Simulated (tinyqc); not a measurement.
# Current crowding under a contact, resistor ladder against the transmission-line model: effects of single changes

A metal contact of length d and width W on a thin layer of the same width. The metal has no resistance, the sheet resistance under it equals Rsh, and current enters the layer at the front edge x = 0.

Inputs (values chosen for the exercise):
```
symbol,value,unit,meaning
Rsh,1900,ohm/sq,sheet resistance of the semiconductor layer
rc,1.4e-6,ohm cm^2,specific contact resistivity
d,0.35,um,contact length
W,23,um,contact width
```

Each table varies one quantity; the others keep the values above.

## Effect of the contact length

Transfer length Lt = sqrt(rc/Rsh); front resistance Rc = (Rsh Lt/W) coth(d/Lt); end resistance Re = (Rsh Lt/W)/sinh(d/Lt).

Results:
```
d (um)	d/Lt	Rc W (ohm um)	rc/d (ohm um)	Re/Rc
0.046	0.1695	3073	3043	0.9858
0.071	0.2616	2017	1972	0.9667
0.11	0.4052	1342	1273	0.9232
0.26	0.9578	693.9	538.5	0.6690
0.41	1.510	568.6	341.5	0.4211
0.63	2.321	525.8	222.2	0.1945
0.97	3.573	516.6	144.3	0.05608
1.5	5.526	515.8	93.33	0.007964
```

Estimate the missing row, d = 0.17 um.

Computed row:
```
d (um)	d/Lt	Rc W (ohm um)	rc/d (ohm um)	Re/Rc
0.17	0.6263	928.5	823.5	0.8315
```

With this row back in the table: Rc W falls from 3070 to 516 ohm um, as d^(-0.97) between the first two rows. It levels off at sqrt(rc Rsh) = 516 ohm um and, among the rows, is within 5 % of that from d = 0.63 um on (Lt = 0.271 um): metal beyond two transfer lengths lowers Rc by less than 4 %.

## Effect of the contact resistivity

Same model as above.

Effect of the contact resistivity:
```
rc (ohm cm^2)	Lt (um)	d/Lt	Rc W (ohm um)
2.6e-8	0.03699	9.461	70.29
7.8e-8	0.06407	5.463	121.7
2.4e-7	0.1124	3.114	214.4
7.1e-7	0.1933	1.811	387.5
2.1e-6	0.3325	1.053	806.8
6.5e-6	0.5849	0.5984	2074
1.9e-5	1.000	0.3500	5648
5.9e-5	1.762	0.1986	1.708e4
```

What does the table show?

Rc W rises from 70.3 to 17100 ohm um, as rc^(0.50) between the first two rows (d/Lt = 9.5) and rc^(0.98) between the last two (d/Lt = 0.20); a long contact gives the power 1/2 and a short one 1.

Numbers from tinyqc (`OMP_NUM_THREADS=1 python tinyqc.py 2760091 2760092 out.jsonl`; about 0.01 s on one thread of a shared Intel Xeon 2.30GHz).
